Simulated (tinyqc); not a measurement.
One-sided p+-n junction, ionisation integral and breakdown: two steps of the calculation.

A p+ layer at x < 0 and an n drift layer from x = 0. Depletion approximation, built-in voltage neglected. Local ionisation coefficients alpha_n = an exp(-(bn/E)^mx), alpha_p = ap exp(-(bp/E)^mx). Electrons move towards +x, holes towards x = 0.

Inputs (values chosen for the exercise); material values close to those of indium phosphide:
- eps_r = 12.5 (relative permittivity)
- an = 1.08e7 1/cm (prefactor of the electron ionisation coefficient)
- bn = 2.97e6 V/cm (field constant for electrons)
- ap = 4.95e6 1/cm (prefactor of the hole ionisation coefficient)
- bp = 2.57e6 V/cm (field constant for holes)
- mx = 1 (exponent)
- N = 5.2e15 cm^-3 (donor density of the drift layer)
- V = 91.8 V (reverse voltage)
- fr = 0.6 (share of the depleted width that the grid covers)

Constants: q = 1.602176634e-19 C, eps0 = 8.8541878128e-14 F/cm where lengths are in cm. Results are converted to the units shown.

Task 1. Field and ionisation coefficients on a grid. W = sqrt(2 eps0 eps_r V/(q N)), peak field E0 = q N W/(eps0 eps_r), falling linearly to 0 at W. Grid: 14 equal steps from 0 to fr W.

Wanted: W; x; E; alpha_n; alpha_p.

Result 1.

W = 4.939 um

```
point  x (um)  E (kV/cm)  alpha_n (1/cm)  alpha_p (1/cm)
0       0.000      371.8            3663            4924
1       0.212      355.8            2561            3613
2       0.423      339.9            1732            2575
3       0.635      324.0            1127            1776
4       0.847      308.0           701.5            1178
5       1.058      292.1           414.6           747.3
6       1.270      276.2           230.6           449.8
7       1.482      260.2           119.4           254.5
8       1.693      244.3           56.71           133.6
9       1.905      228.4           24.28           64.14
10      2.117      212.4           9.155           27.58
11      2.328      196.5           2.947           10.34
12      2.540      180.6          0.7766           3.261
13      2.752      164.6          0.1581          0.8227
14      2.963      148.7         0.02288          0.1545
```

Task 2. Ionisation integrals by the trapezoid rule. G(x) = integral from 0 to x of (alpha_n - alpha_p); I_n = integral of alpha_n exp(-G) (electrons injected at x = 0), I_p = integral of alpha_p exp(G(end) - G) (holes injected at the far edge); M = 1/(1 - I). All integrals by the trapezoid rule on the grid.

```
point     x (um)  alpha_n (1/cm)  alpha_p (1/cm)
0      0.0000000       3663.0564       4923.8926
1      0.2116567       2561.4700       3613.0783
2      0.4233134       1732.0900       2575.3915
3      0.6349702       1127.0374       1775.6067
4      0.8466269       701.45438       1177.9958
5      1.0582836       414.56675       747.30931
6      1.2699403       230.58714       449.83376
7      1.4815970       119.36601       254.45443
8      1.6932537       56.705851       133.62660
9      1.9049105       24.281193       64.142453
10     2.1165672       9.1550029       27.579481
11     2.3282239       2.9468172       10.341524
12     2.5398806      0.77655192       3.2614164
13     2.7515373      0.15808400      0.82267009
14     2.9631940     0.022880914      0.15447693
```

Give: G; alpha_n exp(-G); I_n; I_p; M_n; M_p.

Result 2.

```
point         G  alpha_n exp(-G) (1e3 1/cm)
0       0.00000                       3.663
1      -0.02447                       2.625
2      -0.04453                       1.811
3      -0.06031                       1.197
4      -0.07222                       0.754
5      -0.08079                       0.449
6      -0.08663                       0.251
7      -0.09038                       0.131
8      -0.09262                       0.062
9      -0.09386                       0.027
10     -0.09447                       0.010
11     -0.09475                       0.003
12     -0.09485                       0.001
13     -0.09488                       0.000
14     -0.09489                       0.000
```

I_n = 0.1937
I_p = 0.2666
M_n = 1.240
M_p = 1.364

tinyqc, about 0.06 s, one thread, Intel Xeon 2.30GHz (shared host): `OMP_NUM_THREADS=1 python tinyqc.py 2120111 2120112 out.jsonl`
